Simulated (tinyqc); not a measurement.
Frequency dispersion of an accumulation capacitance by border traps, distributed model: one step of the calculation.

Traps spread evenly through the insulator exchange electrons with the semiconductor by tunnelling, with tau(x) = t0 exp(2 ka x) at depth x from the interface. The admittance per area Y seen at depth x obeys dY/dx = -Y^2/(i w eps0 eox) + q Nb ln(1 + i w tau)/tau, with Y(0) = i w Cs and w = 2 pi f; the gate sees Y(tox) = G + i w C. Working variable y = Y/(i w), in uF/cm^2. Cox = eps0 eox/tox.

Problem. Midpoint steps through the active depth. In terms of y: dy/dx = -y^2/(eps0 eox) + s(x), s = q Nb ln(1 + z)/z, z = i w tau. 11 midpoint steps of h = xe/11: y_half = y + (h/2) y'(x, y), y(new) = y + h y'(x + h/2, y_half).

Values chosen for this exercise; permittivity close to that of aluminium oxide:

| symbol | value | unit | meaning |
|---|---|---|---|
| eox | 8.08 |  | relative permittivity of the insulator |
| Cs | 3.6 | uF/cm^2 | semiconductor capacitance in accumulation |
| Nb | 1.3e19 | cm^-3 eV^-1 | density of border traps |
| ka | 5.6 | 1/nm | decay constant of the wave function in the insulator |
| t0 | 2e-11 | s | time constant of a trap at the interface |
| f | 100 | Hz | frequency |
| xe | 2.1 | nm | depth down to which the steps are taken |

Constants: q = 1.602176634e-19 C, eps0 = 8.8541878128e-14 F/cm where lengths are in cm. Results are converted to the units shown.

Find: x; s; y.

Solution.

```
point	x (nm)	s (uF/(cm^2 nm))	y (uF/cm^2)
0	0	0.20828+0.00000i	3.6000+0.0000i
1	0.19091	0.20828+0.00000i	3.3227+0.0000i
2	0.38182	0.20828+0.00000i	3.0900+0.0000i
3	0.57273	0.20828+0.00000i	2.8924+0.0000i
4	0.76364	0.20828-0.00001i	2.7229+0.0000i
5	0.95455	0.20828-0.00006i	2.5761+0.0000i
6	1.1455	0.20828-0.00049i	2.4481+0.0000i
7	1.3364	0.20817-0.00414i	2.3357-0.0003i
8	1.5273	0.20088-0.03327i	2.2362-0.0025i
9	1.7182	0.08986-0.08072i	2.1398-0.0155i
10	1.9091	0.01312-0.02737i	2.0305-0.0232i
11	2.1000	0.00158-0.00539i	1.9271-0.0230i
```

Computed by the program tinyqc: `OMP_NUM_THREADS=1 python tinyqc.py 2202167 2202168 out.jsonl`, one thread of a shared Intel Xeon 2.30GHz, about 0.4 s for the whole run.
